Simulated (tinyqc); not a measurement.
What moves the results: hole subbands of a hard-walled well, four-band Luttinger model. A value that a table varies takes the place of the one given here.

Hole energies are counted downwards from the unstrained band edge, c = hbar^2/2m0. After the usual block transformation one block is H = [[P + Q - Zs, R - i S], [R + i S, P - Q + Zs]] in (heavy, light), with P +/- Q = c [(g1 +/- g2) k^2 + (g1 -/+ 2 g2) kz^2], R = sqrt(3) c gR k^2, S = 2 sqrt(3) c g3 k kz, kz = -i d/dz; axial approximation gR = (g2 + g3)/2. Zs = b (e_par - e_perp) is the shear part of the strain (the hydrostatic part shifts all levels alike and is left out). Basis sqrt(2/L) sin(n pi z/L), n = 1 to N, for each component: kz^2 gives (n pi/L)^2 and the heavy-light block is R delta_nm - 2 sqrt(3) c g3 k D_nm with D_nm = 4 n m/(L (n^2 - m^2)) for n + m odd, 0 otherwise. The other block has the same levels. The split-off band is left out.

Constants: hbar^2/2m0 = 3.80998211 eV angstrom^2.

Parameters, chosen for this exercise (near those of InAs; the results hold for these values, not for the real material):
- g1 = 19.98 (Luttinger gamma1)
- g2 = 8.49 (gamma2)
- g3 = 9.2 (gamma3)
- L = 115 angstrom (well width along [001])
- k = 0.0206 1/angstrom (wave vector in the plane)
- Zlist = (-0.0875, -0.0666, -0.0316, -0.0119, 0, 0.0212, 0.0919) eV (shear strain energies (negative: tension in the plane, for b < 0))

## Which coupling does what

shear strain energy Zs = 0.027811 eV
N = 20, at the given k. Diagonal: R = S = 0. Along [100] and [110] gR is g2 and g3 instead of their mean.

Hole energies (meV):

| model | E1 | E2 | E3 | E4 |
|---|---|---|---|---|
| diagonal | 26.75 | 52.34 | 94.99 | 151.48 |
| R alone | 22.01 | 50.86 | 94.31 | 154.31 |
| S alone | 15.49 | 15.61 | 57.47 | 103.74 |
| axial | 7.44 | 18.49 | 56.96 | 104.24 |
| [100] | 7.86 | 18.47 | 57.00 | 104.21 |
| [110] | 7.01 | 18.50 | 56.92 | 104.28 |

What can be read from the table?

The couplings move E1 by -19.31 meV: R alone by -4.74, S alone by -11.26, so S matters more at k L/pi = 0.75 (R grows as k^2 and joins equal n, S as k and joins n of opposite parity). Warping spreads E1 by 0.85 meV between [100] and [110], the hole being heavier along [110]; the axial value lies between them.

## Strain

N = 20. dE is the rise of the top subband from k = 0 to k1 = pi/(4L), m1 = c k1^2/dE (dash if dE is not positive), and the heavy weight is taken at k = pi/L.

Top subband:

| Zs (eV) | HH1 (meV) | LH1 (meV) | dE (meV) | heavy weight | m1 (m0) |
|---|---|---|---|---|---|
| -0.0875 | 96.0 | 17.6 | -1.787 | 0.199 | - |
| -0.0666 | 75.1 | 38.5 | -3.846 | 0.269 | - |
| -0.0316 | 40.1 | 73.5 | 3.500 | 0.438 | 0.051 |
| -0.0119 | 20.4 | 93.2 | 3.895 | 0.550 | 0.046 |
| 0.0000 | 8.5 | 105.1 | 3.991 | 0.616 | 0.045 |
| 0.0212 | -12.7 | 126.3 | 4.113 | 0.719 | 0.043 |
| 0.0919 | -83.4 | 197.0 | 4.353 | 0.901 | 0.041 |

What does this show?

HH1 and LH1 cross at Zs = -2 c g2 (pi/L)^2 = -0.0483 eV; for more negative Zs the light hole is on top. Among the rows with HH1 on top, m1 goes from 0.051 to 0.041 m0 as the splitting widens from 33 to 280 meV, against the unmixed 1/(g1 + g2) = 0.035: compression lightens the holes here. A dash marks a top subband whose hole energy at k1 lies below that at k = 0: an electron-like (negative) mass. m1 describes the neighbourhood of k = 0 only; where HH1 and LH1 lie close, the band may peak further out.

## Size of the sine basis

The four lowest hole energies at the given k for growing N.

Hole energies (meV):

| N | E1 | E2 | E3 | E4 |
|---|---|---|---|---|
| 2 | 11.653 | 28.488 | 181.482 | 475.689 |
| 3 | 7.822 | 19.522 | 71.371 | 179.444 |
| 4 | 7.810 | 18.956 | 58.453 | 117.208 |
| 6 | 7.547 | 18.623 | 57.338 | 105.512 |
| 10 | 7.462 | 18.516 | 57.034 | 104.422 |
| 20 | 7.442 | 18.490 | 56.962 | 104.242 |
| 40 | 7.439 | 18.487 | 56.952 | 104.222 |
| 80 | 7.439 | 18.486 | 56.951 | 104.219 |

Is N = 3 enough for 1 meV in the two lowest levels?

No: against N = 80, N = 3 errs by up to 1.04 meV in E1 and E2, always upwards, as a variational basis must. Both are within 0.1 meV of N = 80 from N = 10 on; N = 40 and N = 80 differ by 4.4e-04 meV at most.

Program tinyqc; command `OMP_NUM_THREADS=1 python tinyqc.py 1251335 1251336 out.jsonl`; about 0.4 s on one thread of a shared Intel(R) Xeon(R) Processor @ 2.30GHz.
